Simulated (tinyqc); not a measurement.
Thermal boundary conductance by the acoustic and diffuse mismatch models: one step, computed by the program tinyqc.

Each side has one longitudinal and two transverse Debye branches, omega = v q up to q_D = (6 pi^2 n)^(1/3), with n counting all atoms. Scattering at the interface is elastic. Electrons are left out of G, also for metals. Melting is ignored. G refers to the temperatures of the phonons sent towards the interface. Linear branches over all atoms overstate G at high T, most for crystals with several atoms a cell.

Problem. Cut-off frequencies and impedances. omega_c = v q_D for each branch, given as hbar omega_c/k_B; impedance Z = rho v.

Inputs (values chosen for the exercise, modelled on silicon carbide (side 1) and titanium nitride (side 2)): density rho_1 = 3.22 g/cm^3; longitudinal velocity vL_1 = 12400 m/s; transverse velocity vT_1 = 7220 m/s; atom density n_1 = 97.7 1/nm^3; density rho_2 = 5.31 g/cm^3; longitudinal velocity vL_2 = 10500 m/s; transverse velocity vT_2 = 6120 m/s; atom density n_2 = 106 1/nm^3.

Structure: film on a substrate.

Constants: hbar = 1.054571817e-34 J s; k_B = 1.380649e-23 J/K.

Give: Branches.

Solution.

Branches:
```
branch     v (m/s)  cut-off (K)  Z (1e6 kg/(m^2 s))
L, side 1    12400       1700.3             39.9280
T, side 1     7220        990.0             23.2484
L, side 2    10500       1479.5             55.7550
T, side 2     6120        862.3             32.4972
```
